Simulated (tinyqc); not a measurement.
Small-signal admittance of a forward-biased p+-n diode: one step of the calculation.

Holes injected into a neutral base of width wb with an ohmic contact at its end; low injection, p0 far above the equilibrium density. A small voltage v exp(i w t), w = 2 pi f, modulates the edge density by p0 v/Vt, and the small-signal density obeys Dp d2p/dx2 = (1/tau + i w) p.

Task. Closed-form admittance. L = sqrt(Dp tau); direct current J = (q Dp p0/L) coth(wb/L); k = sqrt(1 + i w tau)/L; diffusion admittance Y = (q Dp p0/Vt) k coth(k wb) = G + i w C_diff; junction capacitance C_j = sqrt(q eps0 eps_r Nd/(2 Vr)) in the depletion approximation, with the remaining barrier Vr = Vt ln(Na/p0), a rough value under forward bias; base-width modulation is left out.

Inputs (values chosen for the exercise); permittivity close to that of germanium: temperature T = 300 K; relative permittivity eps_r = 16; donor density of the base Nd = 1.5e16 cm^-3; hole diffusion coefficient Dp = 44 cm^2/s; hole lifetime tau = 6e-8 s; width of the neutral base wb = 6.5 um; excess hole density at the junction edge p0 = 1.2e13 cm^-3; acceptor density of the p+ side Na = 8e18 cm^-3; signal frequency f = 9e6 Hz.

Constants: q = 1.602176634e-19 C, kB = 1.380649e-23 J/K, Vt = kB T/q, eps0 = 8.8541878128e-14 F/cm where lengths are in cm. Results are converted to the units shown.

Find: L; J; k wb; Y; C_diff; C_j.

Result.

L = 16.25 um
J = 0.1370 A/cm^2
k wb = 0.6025+0.4506i
Y = 5.331+0.891i S/cm^2
C_diff = 0.01575 uF/cm^2
C_j = 0.07007 uF/cm^2

G is 1.01 times its low-frequency value J/Vt, and C_diff is 0.225 times C_j.

Program tinyqc, `OMP_NUM_THREADS=1 python tinyqc.py 2890206 2890207 out.jsonl`; Intel Xeon 2.30GHz, shared host, one thread, about 0.01 s.
